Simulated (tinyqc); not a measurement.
Self-consistent Fermi level with native defects, at growth and after a quench: one step, computed by the program tinyqc.

Energies are counted from the top of the valence band (VBM); when the gap shrinks with temperature the conduction band moves and the levels stay. The added dopant is taken as fully ionised. D and A draw on one reservoir with opposite signs, as the two vacancies of a compound do.

Problem. After the quench to T. E_g(T) = E_g - slope x max(0, T - 300 K). N_c = 2 M_c (2 pi m_e k_B T/h^2)^(3/2) and N_v = 2 (2 pi m_h k_B T/h^2)^(3/2), masses in units of m_0. n = N_c F_1/2((E_F - E_g)/k_B T), p = N_v F_1/2(-E_F/k_B T). F_1/2(eta) = (2/sqrt(pi)) int_0^infinity sqrt(x)/(1 + exp(x - eta)) dx, by the trapezoid rule in t = sqrt(x) with step 0.02 up to t = 12 (for eta < -12 by exp(eta) - exp(2 eta)/2^(3/2)). After a quench the totals of D and A stay as grown, and each is shared among its charge states with weights exp(-(E_f(q, 0) + q E_F)/k_B T). Net charge = p - n + sum q c_q + N_X; the log ratio is ln(positive charge/negative charge). E_F is the root of the log ratio, by 50 bisections between -0.5 eV and E_g + 0.5 eV.

Inputs (values chosen for the exercise, with bands modelled on CdTe):
```
quantity                      value   unit
gap E_g at 300 K               1.54     eV
slope -dE_g/dT above 300 K  0.00023   eV/K
electron mass m_e            0.0988    m_0
valleys M_c                       1      -
hole mass m_h                 0.639    m_0
dopant density N_X          8.3e+18  cm^-3
growth temperature T_g         1080      K
temperature of use T            300      K
```

Added shallow dopant: donor.

total D = 1.841709e+17 cm^-3

total A = 2.934243e+18 cm^-3

E_f(q, E_F = 0) (eV): D(+1) 0.5280, D(0) 1.3170, A(0) 2.0700, A(-1) 2.1373, A(-2) 2.2653, A(-3) 2.5753

Constants: m_0 = 9.1093837015e-31 kg; k_B = 1.380649e-23 J/K; h = 6.62607015e-34 J s; k_B = 8.617333262e-05 eV/K.

Give: E_F after the quench; n after the quench; p after the quench; Frozen defects.

Solution.

E_F after the quench = 0.3644 eV

n after the quench = 0.01390 cm^-3

p after the quench = 9.673e+12 cm^-3

Frozen defects:
```
state  c (cm^-3)  share of its total
D(+1)  1.842e+17           1.000e+00
D(0)   1.358e+10           7.373e-08
A(0)   3.463e+08           1.180e-10
A(-1)  3.397e+13           1.158e-05
A(-2)  3.185e+17           1.085e-01
A(-3)  2.616e+18           8.914e-01
```
